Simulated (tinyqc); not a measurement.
# Read current of a NAND string, cells in series solved by shooting: read current against the number of cells

Cells in series, numbered from 0 at the source line (0 V) to the bit line, each followed by a gap resistance Rg. A cell with gate Vg, threshold VT, source Vs and drain Vd passes I = 2 nf K Vt^2 [F(Vs) - F(Vd)]/(1 + th max(Vg - VT, 0)), F(V) = ln^2(1 + exp((Vg - VT - nf V)/(2 nf Vt))). The selected cell has Vg = Vr, the others Vg = Vp.

For a trial current I start at 0 V and, cell by cell, solve for the drain: sqrt(F(Vd)) = sqrt(F(Vs) - I/k), k = 2 nf K Vt^2/(1 + th max(Vg - VT, 0)), Vd = [Vg - VT - 2 nf Vt ln(exp(sqrt F) - 1)]/nf, then add I Rg. The string current is the I for which the last node reaches Vbl. The apparent threshold is the Vr at which I = Is. Background: all other cells erased (VT = Ve) or all in the highest state (VT = Vh); ratio and shift are high over erased and high minus erased. The selected cell is in the middle, cell n/2.

Inputs (values chosen for the exercise); values of the order met in vertical NAND strings: temperature T = 300 K; gain factor of a cell K = 7.4 uA/V^2; slope factor nf = 1.4; mobility reduction factor th = 0.16 1/V; resistance of the gap between cells Rg = 3.2 kohm; bit-line voltage Vbl = 0.3 V; pass voltage Vp = 7.8 V; threshold of an erased cell Ve = -1.5 V; threshold of the highest state Vh = 3.9 V; threshold of the selected cell Vx = 1.7 V; sensing current Is = 50 nA; read voltage on the selected word line Vr = 3.62 V.

Constants: q = 1.602176634e-19 C, kB = 1.380649e-23 J/K, Vt = kB T/q. Results are converted to the units shown.

Read current against the number of cells:
```
n	I, others erased (uA)	I, others high (uA)	ratio	apparent VT, erased (V)	apparent VT, high (V)	background shift (mV)
8	0.7719	0.5498	0.7123	1.839	1.844	5.738
16	0.4227	0.2866	0.6780	1.850	1.861	11.54
32	0.2218	0.1464	0.6599	1.872	1.896	23.48
64	0.1137	0.07398	0.6506	1.918	1.974	55.98
96	0.07645	0.04950	0.6475	1.970	8.568	6599
```

With erased neighbours the current falls from 0.772 to 0.0764 uA, as n^(-0.87) between the first two rows and n^(-0.98) between the last two (-1 once the series resistance rules). The ratio falls from 0.712 to 0.648 and the background shift rises from 5.74 to 6600 mV.

Program tinyqc, `OMP_NUM_THREADS=1 python tinyqc.py 2142282 2142283 out.jsonl`; Intel Xeon 2.30GHz, shared host, one thread, about 0.4 s.
